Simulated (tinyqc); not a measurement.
Effective-mass impurity with a central-cell term, in a basis of Slater functions: one step, computed by the program tinyqc.

The envelope obeys H = -nabla^2 - (2/r) [Z + A exp(-kappa r)] in effective units, with kappa = a*/lambda; positive A deepens the well near the core.

Problem. Matrices over the s basis. zeta_i = zeta_1 beta^(i-1), i = 1..n. For s functions exp(-zeta r), with s = zeta_i + zeta_j: S = 2/s^3, T = zeta_i zeta_j S, V = -2 Z/s^2, W = -2 A/(s + kappa)^2; each function is normalised by dividing by sqrt(S_ii S_jj).

Inputs (values chosen for the exercise, with mass and screening modelled on 4H-SiC): charge Z of the core = 1; central-cell strength A = 0.97; basis size n = 5; smallest exponent zeta_1 = 0.35 1/a*; ratio beta of exponents = 2.6.

Impurity: donor, one isotropic band.

kappa = 14.73935 1/a*

Give: exponents; overlap S; kinetic T; Coulomb V; central cell W.

Solution.

exponents (1/a*): [0.35, 0.91, 2.366, 6.1516, 15.99416]

overlap S:
```
[[1.000, 0.719, 0.301, 0.092, 0.024],
 [0.719, 1.000, 0.719, 0.301, 0.092],
 [0.301, 0.719, 1.000, 0.719, 0.301],
 [0.092, 0.301, 0.719, 1.000, 0.719],
 [0.024, 0.092, 0.301, 0.719, 1.000]]
```

kinetic T (Ry*):
```
[[0.1225, 0.2290, 0.2492, 0.1980, 0.1359],
 [0.2290, 0.8281, 1.548, 1.684, 1.338],
 [0.2492, 1.548, 5.597956, 10.46, 11.39],
 [0.1980, 1.684, 10.46, 37.84, 70.73],
 [0.1359, 1.338, 11.39, 70.73, 255.8]]
```

Coulomb V (Ry*):
```
[[-0.7, -0.9058, -0.8172, -0.5979, -0.3967],
 [-0.9058, -1.82, -2.355, -2.125, -1.555],
 [-0.8172, -2.355, -4.732, -6.123, -5.525],
 [-0.5979, -2.125, -6.123, -12.3032, -15.92],
 [-0.3967, -1.555, -5.525, -15.92, -31.98832]]
```

central cell W (Ry*):
```
[[-0.001396, -0.005449, -0.01919, -0.05434, -0.1064],
 [-0.005449, -0.02133, -0.07554, -0.2162, -0.4303],
 [-0.01919, -0.07554, -0.2711, -0.7966, -1.649],
 [-0.05434, -0.2162, -0.7966, -2.470, -5.567],
 [-0.1064, -0.4303, -1.649, -5.567, -14.54]]
```
